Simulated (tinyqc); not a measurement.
Circuit elements from the admittance matrix.

Problem. Y belongs to a common-source circuit with y11 = i w (Cgs + Cgd), y12 = -i w Cgd, y21 = gm - i w Cgd, y22 = gds + i w (Cgd + Cd) and a resistance Rg in series with the gate; w = 2 pi f. Find Rg, Cgs + Cgd, Cgd, gm, gds and Cd.

Inputs (values chosen for the exercise): signal frequency f = 2 GHz.

Y with Rg (mS):
```
                         1                        2
1   0.00093199+0.20323143i  -0.00024779-0.05403426i
2  10.29058291-0.10122627i   0.91602661+0.16208671i
```

Answer. 1/Y11 = Rg + 1/(i w (Cgs + Cgd)) gives Rg; removing it from Z11 returns the inner y, whose parts are read off.

Rg = 22.6 ohm
Cgs + Cgd = 16.2 fF
Cgd = 4.30 fF
gm = 10.3 mS
gds = 0.916 mS
Cd = 7.60 fF

Program tinyqc, `OMP_NUM_THREADS=1 python tinyqc.py 2150033 2150034 out.jsonl`; Intel Xeon 2.30GHz, shared host, one thread, about 0.01 s.
